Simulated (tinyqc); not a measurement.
Surface potential of a MOS transistor: implicit equation and explicit approximations: one step of the calculation.

p-type body, charge-sheet picture, depletion and inversion only, full ionisation (an idealisation for deep acceptors), Boltzmann statistics (rough once Na exp(x - xn) passes about Nc/7). In units of Vt: xg = (Vg - Vfb)/Vt, x = psi/Vt, G = gamma/sqrt(Vt), xn = (2 phiF + Vc)/Vt. The implicit equation is (xg - x)^2 = G^2 [x - 1 + exp(x - xn)] for x above about 3. Cox = eps0 eox/tox.

Question. Scales. ni = sqrt(Nc Nv) exp(-Eg/(2 Vt)), Eg in volts; phiF = Vt ln(Na/ni); gamma = sqrt(2 q eps0 eps_r Na)/Cox; VT = Vfb + Vt (xn + G sqrt(xn - 1)).

Inputs (values chosen for the exercise); band and dielectric values close to those of silicon:
- T = 300 K (temperature)
- Eg = 1.1 eV (band gap)
- eps_r = 11.5 (relative permittivity)
- Nc = 2.77e19 cm^-3 (conduction-band density of states at T)
- Nv = 2.61e19 cm^-3 (valence-band density of states at T)
- eox = 7.48 (relative permittivity of the gate insulator (close to silicon nitride))
- tox = 7.1 nm (insulator thickness)
- Na = 1.6e18 cm^-3 (acceptor density)
- Vfb = -0.47 V (flat-band voltage)
- Vc = 1 V (channel-body voltage)
- Vg = 2.8 V (gate-body voltage)

Constants: q = 1.602176634e-19 C, kB = 1.380649e-23 J/K, Vt = kB T/q, eps0 = 8.8541878128e-14 F/cm where lengths are in cm. Results are converted to the units shown.

Wanted: phiF; gamma; G; xn; VT; xg.

Answer.

phiF = 0.47705 V
gamma = 0.77457 V^0.5
G = 4.8174
xn = 75.588
VT = 2.5597 V
xg = 126.49

Range of the model: The electron quasi-Fermi level lies less than 2 Vt below the band edge at the surface, or above it, where degeneracy and confinement, left out, matter.

Numbers from tinyqc (`OMP_NUM_THREADS=1 python tinyqc.py 2122044 2122045 out.jsonl`; about 0.01 s on one thread of a shared Intel Xeon 2.30GHz).
